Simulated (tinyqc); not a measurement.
Capacitance of parallel on-chip lines from Laplace's equation on a mesh: one step of the calculation.

Cross-section of an endless row of equal lines between two grounded planes; neighbours are driven in antiphase (+1 V and -1 V), so the plane midway between two lines is at 0 V. By symmetry one quarter is solved: x runs from the centre of a line (column 0, mirror) to that midplane (column 4, 0 V), y from the mid-height of the line (row 0, mirror) to the ground plane (row 5, 0 V). The line fills columns 0 to 2 and rows 0 to 2 at 1 V. Cells beside the line (below row 2) have e2, cells above have e1. Each link between nodes has the conductance g = mean permittivity of the two cells beside it (a cell beyond a mirror counts as 0), and the free nodes obey sum g (V_neighbour - V) = 0.

Problem. Capacitance per length. C = 4 eps0 sum g (difference of V)^2 over all links (twice the energy of the four quarters, line at 1 V). Plate estimate without fringing: eps0 [2 e1 w/hd + 2 e2 t/(s/2)], w = 4 hx, t = 4 hx, s/2 = 2 hx, hd = 3 hx.

Inputs (values chosen for the exercise):
```
symbol  value  unit                                          meaning
e1          3        relative permittivity above and below the lines
e2          1                relative permittivity between the lines
```

Constants: eps0 = 8.8541878128e-12 F/m. Results are converted to the units shown.

converged V (V):
```
	col 0	col 1	col 2	col 3	col 4
row 0	1.0000000	1.0000000	1.0000000	0.4869711	0.0000000
row 1	1.0000000	1.0000000	1.0000000	0.4739422	0.0000000
row 2	1.0000000	1.0000000	1.0000000	0.4087977	0.0000000
row 3	0.6310570	0.6114978	0.5279980	0.2654798	0.0000000
row 4	0.3012323	0.2869361	0.2350144	0.1251236	0.0000000
row 5	0.0000000	0.0000000	0.0000000	0.0000000	0.0000000
```

gx:
```
	col 0	col 1	col 2	col 3
row 0	0.5	0.5	0.5	0.5
row 1	1	1	1	1
row 2	2	2	2	2
row 3	3	3	3	3
row 4	3	3	3	3
row 5	1.5	1.5	1.5	1.5
```

gy:
```
	col 0	col 1	col 2	col 3	col 4
row 0	0.5	1	1	1	0.5
row 1	0.5	1	1	1	0.5
row 2	1.5	3	3	3	1.5
row 3	1.5	3	3	3	1.5
row 4	1.5	3	3	3	1.5
```

Wanted: C; plate estimate.

Solution.

C = 180.6 aF/um
plate estimate = 106.3 aF/um

tinyqc, about 0.8 s, one thread, Intel Xeon 2.30GHz (shared host): `OMP_NUM_THREADS=1 python tinyqc.py 2790144 2790145 out.jsonl`
